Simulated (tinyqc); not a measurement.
Inside a calculation: virtual-crystal alloy A(1-x)B(x) in sp3s* tight binding. Values are carried at full precision from step to step, so a last printed digit may differ when a step is redone from the rounded ones.

Virtual crystal: a(x) = (1 - x) aA + x aB (Vegard); the six levels are averaged linearly; the seven couplings follow Harrison's rule, V(x) a(x)^2 = (1 - x) V_A aA^2 + x V_B aB^2. No spin-orbit coupling and no disorder. Gaps are measured from the top of the valence band at Gamma; the Delta value is the minimum on (kx,0,0) for kx from 0.5 to 1.

Parameters, chosen for this exercise (A near a published set for Si, B for Ge; such sets place X and L only to about 0.5 eV; shifted at random, so the results belong to these values and not to a real crystal):
```
symbol  value                                                                                        unit      meaning
aA      5.434                                                                                        angstrom  lattice constant of A
aB      5.658                                                                                        angstrom  of B
pA      (-4.19, 1.719, -4.19, 1.719, 6.697, 6.697, -8.32, 1.712, 4.583, 5.73, 5.73, 5.359, 5.359)    eV        order Esa, Epa, Esc, Epc, Exa, Exc, Vss, Vxx, Vxy, Vsapc, Vscpa, Vxapc, Vpaxc
pB      (-5.875, 1.612, -5.875, 1.612, 6.37, 6.37, -6.789, 1.607, 4.89, 5.449, 5.449, 5.208, 5.208)  eV        the same for B
x       0.5                                                                                                    fraction of B
```

## Parameters of the alloy

Form a(x) and the thirteen parameters.

a(x) = 5.5460 angstrom

parameters (eV): Esa -5.0325, Epa 1.6655, Esc -5.0325, Epc 1.6655, Exa 6.5335, Exc 6.5335, Vss -7.5267, Vxx 1.6581, Vxy 4.7446, Vsapc 5.5861, Vscpa 5.5861, Vxapc 5.2826, Vpaxc 5.2826

Against a plain linear average the 1/a^2 rule changes Vss by +27.8 meV and Vxy by +8.1 meV.

## Levels at Gamma

The parameters stand in the order Esa, Epa, Esc, Epc, Exa, Exc, Vss, Vxx, Vxy, Vsapc, Vscpa, Vxapc, Vpaxc. At k = 0 the s levels are the roots of [[Esa, Vss], [Vss, Esc]] and the p levels those of [[Epa, Vxx], [Vxx, Epc]]; the direct gap runs from the lower p root to the lower of the two upper roots.

s roots (eV): -12.5592  2.4942

p roots (eV): 0.0074  3.3236

direct gap = 2.4867 eV

The lowest empty level at Gamma is s-like.

## The Hamiltonian at X

sp3s* tight binding, nearest neighbours only: anion (a) at 0, cation (c) at a/4 (1,1,1), orbitals s, px, py, pz, s* on each; k in units of 2 pi/a. With phases e_j = exp(i (pi/2) k.n_j) for n = (1,1,1), (1,-1,-1), (-1,1,-1), (-1,-1,1): g0 = (e1+e2+e3+e4)/4, g1 = (e1+e2-e3-e4)/4, g2 = (e1-e2+e3-e4)/4, g3 = (e1-e2-e3+e4)/4. The diagonal holds the levels Esa, Epa, Exa (s*) and Esc, Epc, Exc. Anion-cation block: <sa|sc> = Vss g0; <sa|xc> = Vsapc g1; <xa|sc> = -Vscpa g1; <xa|xc> = Vxx g0; <xa|yc> = <ya|xc> = Vxy g3, <xa|zc> = <za|xc> = Vxy g2, <ya|zc> = <za|yc> = Vxy g1; <s*a|xc> = Vxapc g1; <xa|s*c> = -Vpaxc g1; y and z take g2 and g3 in place of g1; s-s* and s*-s* vanish.

k = (1,0,0); parameters in the order Esa, Epa, Esc, Epc, Exa, Exc, Vss, Vxx, Vxy, Vsapc, Vscpa, Vxapc, Vpaxc.

g0, g1, g2, g3: 0.0000  1.0000i  0.0000  0.0000

H (eV):
```
           sa       xa        ya        za       s*a        sc       xc       yc       zc       s*c
sa    -5.0325        0         0         0         0         0  5.5861i        0        0         0
xa          0   1.6655         0         0         0  -5.5861i        0        0        0  -5.2826i
ya          0        0    1.6655         0         0         0        0        0  4.7446i         0
za          0        0         0    1.6655         0         0        0  4.7446i        0         0
s*a         0        0         0         0    6.5335         0  5.2826i        0        0         0
sc          0  5.5861i         0         0         0   -5.0325        0        0        0         0
xc   -5.5861i        0         0         0  -5.2826i         0   1.6655        0        0         0
yc          0        0         0  -4.7446i         0         0        0   1.6655        0         0
zc          0        0  -4.7446i         0         0         0        0        0   1.6655         0
s*c         0  5.2826i         0         0         0         0        0        0        0    6.5335
```

## Levels at X

Diagonalise H; four bands are filled. The top of the valence band is the lower p root at Gamma.

levels (eV): -8.6927  -8.6927  -3.0791  -3.0791  1.2861  1.2861  6.4101  6.4101  10.5731  10.5731

gap from the valence top to X = 1.2786 eV

## The three valleys

The same at Gamma, along Delta and at L.

gaps (eV): Gamma 2.4867, Delta 0.9831, L 1.6063

position of the Delta minimum = 0.767 2 pi/a

In this model the alloy is indirect, with its lowest valley at the Delta line and the next 623 meV above. The bowing from disorder and bond relaxation, left out here, lowers real gaps, by tenths of an eV in badly matched pairs.

## Checks

- Direct gap from the blocks against the full matrix: both 2.48672.

Computed by tinyqc, a small Python program: `OMP_NUM_THREADS=1 python tinyqc.py 1450241 1450242 out.jsonl` (the numbers bound the seed that draws the inputs); one thread of a shared host (Intel(R) Xeon(R) Processor @ 2.30GHz), about 0.05 s for the whole set of steps.
